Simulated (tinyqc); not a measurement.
Shortcuts against the integral: sheet resistance and Hall data of a diffused or implanted layer. Computed by tinyqc, a small Python program. Command: `OMP_NUM_THREADS=1 python tinyqc.py 3006951 3006952 out.jsonl layer walk`. One thread of a shared host (Intel(R) Xeon(R) Processor @ 2.30GHz), about 0.01 s of CPU time with the checks.

Carriers are taken equal to the net active doping down to the junction (full ionisation, which deep dopants in wide-gap hosts do not reach; no spill-over, no depletion), and the Hall factor is 1.

Inputs (values chosen for the exercise, modelled on donors in germanium):

| quantity | value | unit |
|---|---|---|
| mu_min | 300 | cm^2/(V s) |
| mu_max | 3910 | cm^2/(V s) |
| N_ref | 1.3e+17 | 1/cm^3 |
| exponent alpha | 0.57 | - |
| peak concentration N_0 | 2.9e+17 | 1/cm^3 |
| length scale l | 59 | nm |
| background doping N_B (opposite type) | 7.7e+14 | 1/cm^3 |

Profile: box. Activation: complete.

Constants: e = 1.602176634e-19 C.

Method:
- N(x) = N_0 down to x_j = l, dose N_0 l.
- Mobility mu = mu_min + (mu_max - mu_min)/(1 + (N_t/N_ref)^alpha), N_t = active doping + N_B; carriers n = active doping - N_B, all dopants active.
- Integrals from x_0 (0 unless stated) to x_j by the midpoint rule on 400 even intervals: 1/R_s = e int n mu dx; sheet density n_s = int n dx; Hall sheet density (int n mu dx)^2/int n mu^2 dx; Hall mobility int n mu^2 dx/int n mu dx.
- Mean conductivity 1/(R_s x_j); mean mobility 1/(e n_s R_s).
- Shortcuts: R_s = 1/(e Q mu) with the dose Q and the mobility at the (active) peak concentration; 1/(e n_s mu) with mu at N_t = n_s/x_j + N_B; 1/(e Q mu_max).

sheet resistance R_s = 2154.05 ohm

dose = 1.71100e+12 1/cm^2

sheet density n_s = 1.70646e+12 1/cm^2

junction depth x_j = 59 nm

Sheet resistances:

| method | R_s (ohm) | deviation (%) |
|---|---|---|
| integral | 2154.0 | 0.000 |
| dose, mobility at the peak | 2148.3 | -0.266 |
| n_s, mobility at the mean concentration | 2152.4 | -0.076 |
| dose, mu_max | 933.0 | -56.688 |

What does the comparison show, and why?

The closest shortcut is «n_s, mobility at the mean concentration» (-0.1 %).  Caution: the layer is not thick against surface and junction depletion widths, which remove carriers that this model counts.

Extremes, crossings and ranges named in words are read from the listed rows.
